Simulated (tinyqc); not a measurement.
Which pair of peaks is best: composition and strain of an epitaxial Si(1-x)Ge(x) layer from Raman and X-ray peaks. Computed by tinyqc, a small Python program. Command: `OMP_NUM_THREADS=1 python tinyqc.py 3008719 3008720 out.jsonl epiraman walk`. One thread of a shared host (Intel(R) Xeon(R) Processor @ 2.30GHz), about 0.01 s of CPU time with the checks.

A (001) layer, biaxially strained in the plane. The Raman peaks follow empirical lines omega = w0 + c1 x + c3 x^3 + b eps (c3 for Si-Ge alone), with eps the in-plane strain.

Inputs (values chosen for the exercise, modelled on silicon-germanium):
```
quantity                     value  unit
Ge fraction x                 0.14     -
Si-Si: c1                    -65.3  1/cm
Si-Si: strain coefficient b   -711  1/cm
Si-Ge: c1                     24.5  1/cm
Si-Ge: c3                      -33  1/cm
Si-Ge: strain coefficient b   -605  1/cm
Ge-Ge: c1                     19.8  1/cm
Ge-Ge: strain coefficient b   -440  1/cm
uncertainty of a Raman peak    0.3  1/cm
```

Substrate: germanium.

Method. For each pair invert J = [d omega/dx, d omega/d eps] at the true x. Independent errors of the given size in both peaks give sigma_x and sigma_eps = uncertainty x (norm of the rows of the inverse of J).

Error propagation:
```
pair                det J    sigma_x  sigma_eps (per mille)
Si-Si and Si-Ge    55.546  0.0050421                0.37313
Si-Si and Ge-Ge   42.8098  0.0058594                0.47818
Si-Ge and Ge-Ge  2.052776    0.10933                 4.3867
```

What does the comparison show, and why?

The pair Si-Si and Si-Ge fixes x best (sigma_x = 0.0050) and Si-Ge and Ge-Ge worst (0.11), a factor 22. Strain moves all peaks the same way, so a good pair needs different ratios of composition slope to strain coefficient, best of opposite sign; the slopes here are -65.3, 22.6 and 19.8 per cm for Si-Si, Si-Ge and Ge-Ge. Errors in the coefficients themselves are not counted.

Extremes, crossings and ranges named in words are read from the listed rows.
